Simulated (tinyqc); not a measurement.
Comparisons within one model: quasiparticle equation with a plasmon-pole self-energy for two band edges. A value that a table varies takes the place of the one given here.

For each edge E = e + X + Sc(E), with the correlation part Sc(E) = A[0]/(E - a + w) + A[1]/(E - b - w); a and b are the valence and conduction energies that enter the Green function (a = ev, b = ec in the one-shot scheme). Z = 1/(1 - dSc/dE), dSc/dE = -A[0]/(E - a + w)^2 - A[1]/(E - b - w)^2.

Inputs chosen for the exercise (scales of the order of those of diamond; the results hold for these values, not for the real material): ev = 0 eV (mean-field valence top); ec = 4.33 eV (mean-field conduction edge); w = 27 eV (pole energy); Av = (95.8, 41.7) eV^2 (weights of the valence state on the hole and electron poles); Ac = (48.6, 94.4) eV^2 (the same for the conduction state); Xv = -2.89 eV (exchange minus the mean-field potential, valence); Xc = 2.65 eV (the same, conduction).

## Schemes compared

Z = 1; linearised; exact one-shot; energies updated in G (a, b); updated in G and W, where w grows by half of the opening of the gap (a rule chosen for the exercise).

Results (eV):

| scheme | Ev | Ec | gap | opening |
|---|---|---|---|---|
| mean field | 0.000 | 4.330 | 4.330 | 0.000 |
| Z = 1 | -0.673 | 5.035 | 5.708 | 1.378 |
| linearised | -0.573 | 4.928 | 5.501 | 1.171 |
| one-shot, exact | -0.572 | 4.927 | 5.499 | 1.169 |
| update G | -0.621 | 4.975 | 5.596 | 1.266 |
| update G and W | -0.679 | 5.026 | 5.705 | 1.375 |

The openings run from 1.169 (one-shot, exact) to 1.378 eV (Z = 1). Linearising moves the gap by 2 meV, updating G +97 meV and updating W a further +109 meV: once Z is kept, the level of self-consistency matters more than linearising.

## The starting point

The mean-field gap is opened by d (ev lowered by d/2, ec raised by d/2) and X is changed by the opposite amounts, so that e + X stays; one-shot and G-updated gaps.

Gaps (eV):

| d | start | one-shot | update G |
|---|---|---|---|
| 0.0 | 4.330 | 5.4990 | 5.5958 |
| 0.2 | 4.530 | 5.5146 | 5.5958 |
| 0.4 | 4.730 | 5.5300 | 5.5958 |
| 0.6 | 4.930 | 5.5454 | 5.5958 |
| 0.9 | 5.230 | 5.5682 | 5.5958 |
| 1.2 | 5.530 | 5.5909 | 5.5958 |
| 1.6 | 5.930 | 5.6207 | 5.5958 |

The one-shot gap moves by a fraction 0.08 of any change of the starting gap, while the updated gap, 5.5958 eV, does not depend on it. The two agree where the start already equals the result, near d = 1.27 eV. A real change of starting point alters the orbitals and the screening too; this model holds both fixed.

## What each parameter does

Exact one-shot edges and Z of the valence state there. Each row changes one parameter from the base and keeps the others.

Results:

| case | Ev (eV) | Ec (eV) | gap (eV) | Z |
|---|---|---|---|---|
| base | -0.5722 | 4.9269 | 5.4990 | 0.8488 |
| w = 28.35 eV | -0.6781 | 5.0230 | 5.7011 | 0.8602 |
| Xv = -2.99 eV | -0.6570 | 4.9269 | 5.5839 | 0.8483 |
| Xc = 2.75 eV | -0.5722 | 5.0114 | 5.5836 | 0.8488 |
| ec = 4.43 eV | -0.5687 | 5.0229 | 5.5916 | 0.8490 |
| Av = (100.59, 41.7) eV^2 | -0.4191 | 4.9269 | 5.3460 | 0.8448 |
| Ac = (48.6, 99.12) eV^2 | -0.5722 | 4.7766 | 5.3487 | 0.8488 |

The largest shifts from the base row, up to three for each result and ties (the steps differ in size, so this ranks the rows, not the parameters). Ev (eV): Av +0.1530, w -0.1059, Xv -0.0849; unchanged at the printed digits by Xc and Ac. Ec (eV): Ac -0.1503, w +0.0961, ec +0.0960; unchanged at the printed digits by Xv and Av. gap (eV): w +0.2021, Av -0.1530, Ac -0.1503. Z: w +0.0114, Av -0.0040, Xv -0.0005; unchanged at the printed digits by Xc and Ac.

Computed by tinyqc, a small Python program: `OMP_NUM_THREADS=1 python tinyqc.py 1880612 1880613 out.jsonl` (the numbers bound the seed that draws the inputs); one thread of a shared host (Intel(R) Xeon(R) Processor @ 2.30GHz), about 0.01 s for the whole set of steps.
